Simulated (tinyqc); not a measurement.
Electromigration in a confined line: Blech product, Korhonen stress evolution and Black's law: one step, computed by the program tinyqc.

The electron wind pushes atoms from the cathode (x = 0) to the anode (x = L); blocking ends build a back stress (tension positive). The input rho is taken not to change with temperature. d sigma/dt = d/dx [kappa (d sigma/dx + G)], with zero flux at both ends and sigma = sigma_0 at t = 0.

Question. Stress along the line. sigma(x, t) = sigma_0 + G L [1/2 - x/L - 4 sum_(m odd) cos(m pi x/L) exp(-m^2 pi^2 s)/(m pi)^2], s = t/tau, summed to m = 399. Steady state: sigma_0 + G L (1/2 - x/L). Take x/L = 0, 0.1, 0.2, 0.3, 0.4, 0.6, 0.8 and 1.

Inputs (values chosen for the exercise, close to those used for aluminium lines):

| quantity | value | unit |
|---|---|---|
| critical stress sigma_c | 380 | MPa |
| initial stress sigma_0 | 180 | MPa |
| line length L | 140 | um |
| test temperature T | 200 | C |
| time as a fraction of L^2/kappa, s | 0.093 | - |

Start: thermal stress.

stress gradient G = 25.21201 MPa/um

Give: Stress (MPa).

Answer.

Stress (MPa):

| x/L | at time s | steady state |
|---|---|---|
| 0.0 | 1373 | 1945 |
| 0.1 | 1049 | 1592 |
| 0.2 | 777 | 1239 |
| 0.3 | 550 | 886 |
| 0.4 | 356 | 533 |
| 0.6 | 4 | -173 |
| 0.8 | -417 | -879 |
| 1.0 | -1013 | -1585 |

Caution: stresses above sigma_c are formal, since a void forms first.
